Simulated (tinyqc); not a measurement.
## Double-gate transistor, scale length and short-channel effects: a higher permittivity at fixed equivalent oxide thickness

A body of thickness ts between two insulators of thickness ti and two tied gates. Below threshold the potential that source and drain add obeys Laplace's equation and vanishes on the gate. Its lowest mode decays along the channel as exp(-k y); k is the smallest positive root of the matching condition at the interface, and the scale length is Lambda = pi/k.

k is the smallest positive root of f(k) = ei cos(k ti) cos(k ts/2) - eps_r sin(k ti) sin(k ts/2). Along the channel psi(y) = s + a exp(y/l) + b exp(-y/l) with psi(0) = Vbi, psi(L) = Vbi + Vds and l = 1/k = Lambda/pi; with A = Vbi - s, B = A + Vds, x = exp(-L/l): a = (B - A x) x/(1 - x^2), b = (A - B x)/(1 - x^2). The minimum is s + 2 sqrt(a b), at y = (l/2) ln(b/a). The long-channel potential follows the gate as s = sT + (Vg - VTL)/m, and the threshold VT is the gate voltage at which the minimum equals sT. Swing = m Vt ln 10/g at threshold, g = d(minimum)/ds = 1 - (b x + a)/((1 + x) sqrt(a b)). DIBL = [VT(0.05 V) - VT(Vds)]/(Vds - 0.05 V). sT and Vbi are held fixed; m = 1. The equivalent oxide thickness 3.9 ti/ei is held at 0.47 nm, so ti = 0.47 ei/3.9 nm.

Parameters, values chosen for the exercise; permittivities: semiconductor close to that of In0.53Ga0.47As, insulator close to that of zirconium oxide: temperature T = 273 K; relative permittivity of the semiconductor eps_r = 13.9; body thickness ts = 12.7 nm; channel length L = 32 nm; potential of the source Vbi = 0.87 V; potential of the barrier top at threshold sT = 0.39 V; drain voltage Vds = 0.6 V.

Constants: q = 1.602176634e-19 C, kB = 1.380649e-23 J/K, Vt = kB T/q. Results are converted to the units shown.

A higher permittivity at fixed equivalent oxide thickness:
```
ei   ti (nm)  Lambda (nm)  L/Lambda  DIBL (mV/V)  swing (mV/decade)
3.9  0.47000       15.945    2.0069       37.367             59.611
5    0.60256       15.950    2.0062       37.414             59.617
7.5  0.90385       15.969    2.0039       37.563             59.639
10    1.2051       15.994    2.0007       37.775             59.669
15    1.8077       16.070    1.9913       38.399             59.758
20    2.4103       16.180    1.9778       39.318             59.888
25    3.0128       16.329    1.9597       40.583             60.068
35    4.2179       16.771    1.9081       44.451             60.616
```

As ei goes from 3.9 to 35, Lambda rises from 15.9 to 16.8 nm, DIBL rises from 37.4 to 44.5 mV/V and the swing rises from 59.6 to 60.6 mV a decade. The ratio ei/ti is the same in every row, yet the insulator grows from 0.470 to 4.22 nm, and drain fields reach the channel sideways through it.

Program tinyqc, `OMP_NUM_THREADS=1 python tinyqc.py 2420077 2420078 out.jsonl`; Intel Xeon 2.30GHz, shared host, one thread, about 0.01 s.
